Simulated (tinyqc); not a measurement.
Six-transistor SRAM cell, nodal equations and margins: two steps of the calculation.

Two cross-coupled inverters (pull-down bn, pull-up bp) hold the nodes Q and QB; access transistors (ba, threshold VTn, gate on the word line at Vdd when selected) join them to the bit lines. Transistor (EKV form, voltages against the body): I = 2 n b Vt^2 [F(vp - Vs) - F(vp - Vd)] from drain to source, F(v) = ln^2(1 + exp(v/(2 Vt))), vp = (Vg - VT + sg |Vd - Vs|)/n. n-channel bodies are at 0; for the p-channel device all voltages are counted down from Vdd. b in uA/V^2 gives I in uA. For an access transistor the bit line is the drain and the node the source. In a read both bit lines are at Vdd. The cell is symmetric (no mismatch).

Parameters, values chosen for the exercise:

| symbol | value | unit | meaning |
|---|---|---|---|
| T | 350 | K | temperature |
| Vdd | 0.8 | V | supply voltage |
| n | 1.29 |  | slope factor |
| sg | 0.028 |  | drain-induced barrier lowering |
| VTn | 0.29 | V | n-channel threshold |
| VTp | 0.33 | V | p-channel threshold (magnitude) |
| bn | 180 | uA/V^2 | gain factor of the pull-down transistor |
| ba | 150 | uA/V^2 | gain factor of the access transistor |
| bp | 100 | uA/V^2 | gain factor of the pull-up transistor |

Constants: q = 1.602176634e-19 C, kB = 1.380649e-23 J/K, Vt = kB T/q. Results are converted to the units shown.

Question 1. Node voltages in a read by Newton steps. F1 = In(gate QB, drain Q) - Ip(gate QB, drain Q) - Ia(bit line, Q), F2 the same with Q and QB exchanged; J by central differences with +/- 1e-6 V; solve J d = -F, limit each component to +/- 0.15 V and add.

(Q, QB) after iteration 1 (V): Q 0.09517355, QB 0.79996936

Wanted: F1, F2; J; (Q, QB) after iteration 2.

Answer 1.

F1, F2 (uA): -1.9387  0.0034

J (uS):
```
         Q     QB
F1  132.39  17.34
F2    0.11  37.24
```

(Q, QB) after iteration 2 (V): Q 0.10984, QB 0.79983

Question 2. Read current and disturbance. Iread = Ia(bit line at Vdd, source Q); cell ratio bn/ba; time to pull a bit line of 20 fF down by 0.1 V at that current.

(Q, QB) (V): Q 0.11021032, QB 0.79981728

Give: Iread; cell ratio; time.

Answer 2.

Iread = 8.738 uA
cell ratio = 1.200
time = 228.9 ps

Program tinyqc, `OMP_NUM_THREADS=1 python tinyqc.py 2340009 2340010 out.jsonl`; Intel Xeon 2.30GHz, shared host, one thread, about 0.1 s.
